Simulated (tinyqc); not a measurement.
Raising U: Hubbard chain of 4 sites, mean field against exact. Computed by the program tinyqc. Collinear unrestricted mean field (the lowest of 40 random starts) against exact diagonalisation.

one-body matrix (hopping and site energies) (eV):
```
         1        2        3        4
1   0.0000  -1.2700   0.0000   0.0000
2  -1.2700   0.0000  -1.2700   0.0000
3   0.0000  -1.2700   0.0000  -1.2700
4   0.0000   0.0000  -1.2700   0.0000
```

electrons, up and down: 2  1

Exact and mean-field results (eV):

| U | U/t | E exact | E mean field | mean \|n_up - n_down\| | double occupancy, exact | first gap in the sector |
|---|---|---|---|---|---|---|
| 0.640 | 0.504 | -4.59288 | -4.57764 | 0.250 | 0.111 | 1.251 |
| 2.540 | 2.000 | -3.89831 | -3.68406 | 0.250 | 0.074 | 1.062 |
| 3.810 | 3.000 | -3.57414 | -3.17219 | 0.377 | 0.055 | 0.918 |
| 5.080 | 4.000 | -3.33138 | -2.78299 | 0.498 | 0.041 | 0.794 |
| 7.620 | 6.000 | -3.00551 | -2.31055 | 0.626 | 0.025 | 0.609 |
| 10.160 | 8.000 | -2.80425 | -2.12990 | 0.728 | 0.016 | 0.487 |
| 15.240 | 12.000 | -2.57605 | -2.01660 | 0.741 | 0.008 | 0.342 |
| 25.400 | 20.000 | -2.37588 | -1.92799 | 0.747 | 3.05e-03 | 0.213 |

Estimate the missing row, U = 1.27.

Computed row:
```
U        U/t   E exact  E mean field  mean |n_up - n_down|  double occupancy, exact  first gap in the sector
1.270  1.000  -4.33058      -4.27183                 0.250                    0.097                    1.201
```

In absolute terms mean field is worst at U/t = 6.0, 0.695 eV too high: at small U it is nearly exact, and at large U it still misses the motion of the hole through a fluctuating spin background. Relative to the exact energy its error is 0.3 % at the smallest U, 24 % at most and 19 % at the largest. The double occupancy falls from 0.111 to 0.003.
